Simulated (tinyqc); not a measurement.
# Worked calculation: free and trapped electrons in a MOS channel with a dense trap tail

Program tinyqc, `OMP_NUM_THREADS=1 python tinyqc.py 2222046 2222047 out.jsonl`; Intel Xeon 2.30GHz, shared host, one thread, about 0.02 s. Printed values are rounded.

p-type body, charge-sheet picture, full ionisation (an idealisation for deep acceptors), Boltzmann statistics for free electrons. e = Ec - EF at the surface. Acceptor-like traps of density D(E) = D0 + De exp(-E/Ew) at depth E below Ec, from 0 to Eu, hold n_t = integral of D(E)/(1 + exp((e - E)/Vt)). psi = Eg - Vt ln(Nv/Na) - e; N_dep = sqrt(2 eps0 eps_r Na (psi - Vt)/q); n_f = sqrt(N_dep^2 + 2 eps0 eps_r Vt Nc exp(-e/Vt)/q) - N_dep; Vg = Vfb + psi + q (N_dep + n_t + n_f)/Cox, Cox = eps0 eox/tox.

Values chosen for this exercise; band and dielectric values close to those of 4H silicon carbide:
- T = 250 K (temperature)
- Eg = 3.22 eV (band gap)
- eps_r = 9.68 (relative permittivity)
- Nc = 1.27e19 cm^-3 (conduction-band density of states at T)
- Nv = 1.91e19 cm^-3 (valence-band density of states at T)
- eox = 3.9 (relative permittivity of the insulator)
- tox = 28 nm (insulator thickness)
- Na = 1.7e16 cm^-3 (acceptor density)
- Vfb = -2.8 V (flat-band voltage without trapped charge)
- D0 = 1.2e10 cm^-2 eV^-1 (constant background density of acceptor-like traps)
- De = 1.7e13 cm^-2 eV^-1 (density of the tail at the conduction edge)
- Ew = 0.13 eV (decay energy of the tail)
- Eu = 0.59 eV (depth below Ec down to which the traps reach)
- mf = 78 cm^2/(V s) (mobility of free electrons)
- e = 0.096 eV (Ec - EF at the surface)

Constants: q = 1.602176634e-19 C, kB = 1.380649e-23 J/K, Vt = kB T/q, eps0 = 8.8541878128e-14 F/cm where lengths are in cm. Results are converted to the units shown.

## Trapped charge

Trapezoid rule on 12 equal steps from 0 to Eu, f = 1/(1 + exp((e - E)/Vt)).

| point | E (eV) | D(E) f (cm^-2 eV^-1) |
|---|---|---|
| 0 | 0 | 1.951950e11 |
| 1 | 0.04916667 | 1.190542e12 |
| 2 | 0.09833333 | 4.211621e12 |
| 3 | 0.1475 | 5.018664e12 |
| 4 | 0.1966667 | 3.722104e12 |
| 5 | 0.2458333 | 2.575132e12 |
| 6 | 0.295 | 1.769486e12 |
| 7 | 0.3441667 | 1.216142e12 |
| 8 | 0.3933333 | 8.369531e11 |
| 9 | 0.4425 | 5.771676e11 |
| 10 | 0.4916667 | 3.991907e11 |
| 11 | 0.5408333 | 2.772605e11 |
| 12 | 0.59 | 1.937273e11 |

n_t = 1.081112e12 cm^-2

With 1600 steps n_t = 1.083e12 cm^-2; the coarse value is 0.13 % below it.

## Charges and gate voltage

psi, N_dep, n_f and Vg as defined, with the n_t given; free share n_f/(n_f + n_t); apparent mobility mf n_f/(n_f + n_t); gate voltage spent on traps q n_t/Cox.

psi = 2.972675 V
N_dep = 7.326399e11 cm^-2
n_f = 2.283231e10 cm^-2
Vg = 2.558650 V
free share = 2.068248 %
apparent mobility = 1.613233 cm^2/(V s)
gate voltage spent on traps = 1.404513 V
